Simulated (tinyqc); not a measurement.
Inside a calculation. Method: sp3 tight binding, zinc-blende lattice. One step of it, computed by the program tinyqc.

Task: Levels at k. Diagonalise the Hermitian matrix.

H(k) at k (eV), lower triangle (Hermitian):
```
                      a s                 a px                a py                 a pz
a s            -13.010000
a px             0.000000            -6.730000
a py             0.000000             0.000000           -6.730000
a pz             0.000000             0.000000            0.000000            -6.730000
c s   -6.215698+4.611176i  -4.842676+2.283094i  2.012818-5.492938i  -3.248514+3.403490i
c px   4.842676-2.283094i   1.506836-1.117861i  3.764269-3.943849i  -2.332386+6.365032i
c py  -2.012818+5.492938i   3.764269-3.943849i  1.506836-1.117861i   5.611530-2.645573i
c pz   3.248514-3.403490i  -2.332386+6.365032i  5.611530-2.645573i   1.506836-1.117861i

             c s       c px       c py       c pz
c s   -13.010000
c px    0.000000  -6.730000
c py    0.000000   0.000000  -6.730000
c pz    0.000000   0.000000   0.000000  -6.730000
```

Give: eigenvalues; weights |c|^2 of the basis functions.

Result:

eigenvalues (eV): -24.151  -21.208  -15.493  -15.218  0.288  1.340  1.887  6.154

weights |c|^2 of the basis functions:
```
      band 1  band 2  band 3  band 4  band 5  band 6  band 7  band 8
a s    0.434   0.118   0.020   0.008   0.354   0.020   0.005   0.041
a px   0.014   0.140   0.310   0.006   0.063   0.155   0.162   0.150
a py   0.035   0.111   0.085   0.235   0.073   0.297   0.016   0.147
a pz   0.018   0.131   0.085   0.251   0.009   0.027   0.317   0.161
c s    0.434   0.118   0.020   0.008   0.354   0.020   0.005   0.041
c px   0.014   0.140   0.310   0.006   0.063   0.155   0.162   0.150
c py   0.035   0.111   0.085   0.235   0.073   0.297   0.016   0.147
c pz   0.018   0.131   0.085   0.251   0.009   0.027   0.317   0.161
```
